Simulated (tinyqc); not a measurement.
# Metal-interlayer-semiconductor contact, depinning against tunnelling resistance, step by step

tinyqc, about 0.02 s, one thread, Intel Xeon 2.30GHz (shared host): `OMP_NUM_THREADS=1 python tinyqc.py 2270091 2270092 out.jsonl` Printed values are rounded.

Zero bias, n-type semiconductor. Gap states at the semiconductor surface thin out as exp(-be ti), which unpins the barrier; electrons must then cross the interlayer (a rectangular barrier, no voltage drop across it) and the parabolic depleted layer, both by WKB. Energies E are counted from the Fermi level; no image force, parabolic bands.

Inputs (values chosen for the exercise); semiconductor values close to those of In0.53Ga0.47As; interlayer mass of the order of that in strontium titanate, offset chosen freely: temperature T = 300 K; band gap Eg = 0.711 eV; relative permittivity eps_r = 13.6; electron affinity chi = 4.55 eV; conduction-band density of states at T Nc = 2.1e17 cm^-3; tunnelling mass in the semiconductor mt = 0.0426 m0; Richardson mass mA = 0.0398 m0; donor density Nd = 9.7e17 cm^-3; charge-neutrality level above the valence band E0 = 0.52 eV; pinning factor without interlayer S0 = 0.15; metal work function phiM = 4.55 eV; interlayer thickness ti = 1.4 nm; conduction-band offset of the interlayer above the semiconductor dE = 0.18 eV; tunnelling mass in the interlayer mi = 0.61 m0; decay constant of gap states through the interlayer be = 5.6 1/nm.

Constants: q = 1.602176634e-19 C, kB = 1.380649e-23 J/K, eps0 = 8.8541878128e-12 F/m, hbar = 1.054571817e-34 J s, h = 6.62607015e-34 J s, m0 = 9.1093837015e-31 kg, Vt = kB T/q, hbar^2/(2 m0) = 0.0380998212 eV nm^2. Results are converted to the units shown.

## Pinning, barrier and scales

S = 1/(1 + (1/S0 - 1) exp(-be ti)); phiB = S (phiM - chi) + (1 - S)(Eg - E0); xi = Ec - EF deep inside, from Nd = Nc F(-xi/Vt), F(x) = (2/sqrt(pi)) int_0^infinity sqrt(u) du/(1 + exp(u - x)); band bending U = phiB - xi; E00 = (hbar/2) sqrt(Nd/(eps0 eps_r mt m0)) in volts; A = 4 pi q mA m0 kB^2/h^3.

S = 0.997774
phiB = 4.25133e-4 eV
xi = -0.0793777 eV
U = 0.0798029 eV
E00 = 0.0240236 eV
A = 4.78289 A/(cm^2 K^2)

The interlayer moves the barrier from 0.162 eV to 4.25e-4 eV; the unpinned limit is phiM - chi = 0 eV. E00/Vt = 0.929: by the usual rule of thumb (0.5 to 5) thermionic-field emission.

## Exponents and integrand on an energy grid

E, point 0 to 16 (eV): -0.07  -0.0525  -0.035  -0.0175  0  0.0175  0.035  0.0525  0.07  0.0875  0.105  0.1225  0.14  0.1575  0.175  0.1925  0.21

With U = phiB - xi: for xi < E < phiB, y = (E - xi)/U and G1 = (U/E00) [sqrt(1 - y) - y ln((1 + sqrt(1 - y))/sqrt(y))], G1 = 0 above phiB; G2 = 2 ti sqrt(mi max(phiB + dE - E, 0)/C), C = hbar^2/(2 m0); f = 1/(1 + exp(E/Vt)); integrand exp(-G1 - G2) f.

```
point	G1	G2	f	integrand (1e-3)
0	2.44409	5.60661	0.937481	0.29894
1	1.42992	5.40717	0.883992	0.94872
2	0.72805	5.20008	0.794760	2.11683
3	0.24751	4.98439	0.663053	3.54294
4	0.00086	4.75894	0.5	4.28366
5	0.00000	4.52226	0.336947	3.66074
6	0.00000	4.27249	0.205240	2.86248
7	0.00000	4.00719	0.116008	2.10955
8	0.00000	3.72302	0.0625193	1.51052
9	0.00000	3.41529	0.0327786	1.07733
10	0.00000	3.07694	0.0169302	0.78048
11	0.00000	2.69647	0.00867574	0.58512
12	0.00000	2.25262	0.00442768	0.46545
13	0.00000	1.69636	0.00225495	0.41344
14	0.00000	0.82521	0.00114718	0.50263
15	0.00000	0.00000	5.83296e-4	0.58330
16	0.00000	0.00000	2.96501e-4	0.29650
```

## Contact resistivity

1/rho_c = (A T^2/Vt^2) I, with I the trapezoid sum of the integrand over the grid.

I = 4.50466e-4 eV
rho_c = 3.4466e-6 ohm cm^2

A fine grid from xi upwards gives rho_c = 3.359e-6 ohm cm^2; the coarse value is 2.6 % above it. The integrand peaks at E = -0.0011 eV, and 65 % of the current flows above phiB. Tunnelling through the interlayer costs a factor of 93.8 at this barrier height; the bare contact (ti = 0) has rho_c = 1.05e-6 ohm cm^2, so with the interlayer rho_c is 3.20 times that.
